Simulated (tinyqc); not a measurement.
Local against global planarity over time: chemical-mechanical planarisation: Preston law, pattern density and step-height reduction. Computed by tinyqc, a small Python program. Command: `OMP_NUM_THREADS=1 python tinyqc.py 3010111 3010112 out.jsonl cmp walk`. One thread of a shared host (Intel(R) Xeon(R) Processor @ 2.30GHz), about 0.01 s of CPU time with the checks.

A row of 10 cells, repeated periodically, holds raised features that cover a share rho of each cell.

Inputs (values chosen for the exercise, close to those used for copper polishing):
```
quantity                          value  unit
Preston coefficient K           2.7e-13  1/Pa
pressure P                           40   kPa
platen and carrier speed             80   rpm
distance between the centres         19    cm
initial step height h0              170    nm
contact height h_c                   28    nm
film above the raised areas z0      340    nm
cell size                          0.81    mm
planarisation length                2.3    mm
```

local pattern densities, cell by cell: 0.9  0.8  0.9  0.3  0.8  0.7  0.4  0.5  0.9  0.2

Method:
- With equal rotation speeds the relative speed is uniform, v = omega r_c; Preston rate R0 = K P v.
- The stiff pad averages the density: rho_eff(i) = sum_j w_ij rho_j / sum_j w_ij, w = exp(-2 d^2/L^2), L the planarisation length and d the distance between cell centres, summed over all periodic images of cell j.
- While h > h_c only raised areas polish, at R0/rho_eff, until t_c = rho_eff (h0 - h_c)/R0. After that h = h_c exp(-(t - t_c)/tau), tau = rho_eff h_c/R0; low areas polish at R0 (1 - h/h_c) and raised areas at R0 [1 + (1 - rho_eff) h/(rho_eff h_c)]. Removed from raised areas after t_c: h0 - h_c + R0 (t - t_c) + (1 - rho_eff)(h_c - h); from low areas: R0 (t - t_c) - rho_eff (h_c - h). Film left = z0 less the removal from raised areas.
- Times are multiples of h0/R0; the range is the largest minus the smallest removal from raised areas.

effective densities: 0.691011  0.729675  0.705840  0.657271  0.628530  0.603785  0.578228  0.577451  0.596458  0.631752

blanket rate R0 = 17.1908 nm/s

Steps and range (nm):
```
multiple   t (s)  largest step  smallest step  range across the row  mean removal from raised areas
0.10       0.989        146.70         140.56                 6.142                           26.73
0.20       1.978        123.40         111.12                12.283                           53.46
0.30       2.967        100.11          81.68                18.425                           80.19
0.45       4.450         65.16          37.52                27.638                          120.29
0.60       5.933         30.21           8.13                30.611                          157.79
0.80       7.911          5.74           0.99                27.010                          196.35
1.00       9.889          1.09           0.12                26.121                          231.06
1.30      12.856          0.09           0.01                25.900                          282.19
1.70      16.811          0.00           0.00                25.879                          350.20
```

What does the comparison show, and why?

Local steps shrink to 0.01 nm or less, but the range across the row reaches up to 30.6 nm among these rows and ends at 25.9 nm, against the limit (largest - smallest rho_eff) h0 = 25.9 nm: once flat, all cells polish alike and the difference stays. Evener density (dummy fill), a longer planarisation length or a smaller initial step reduces it. Caution: in the last rows the removal passes z0 somewhere, so they describe a thicker film than the one given.

Extremes, crossings and ranges named in words are read from the listed rows.
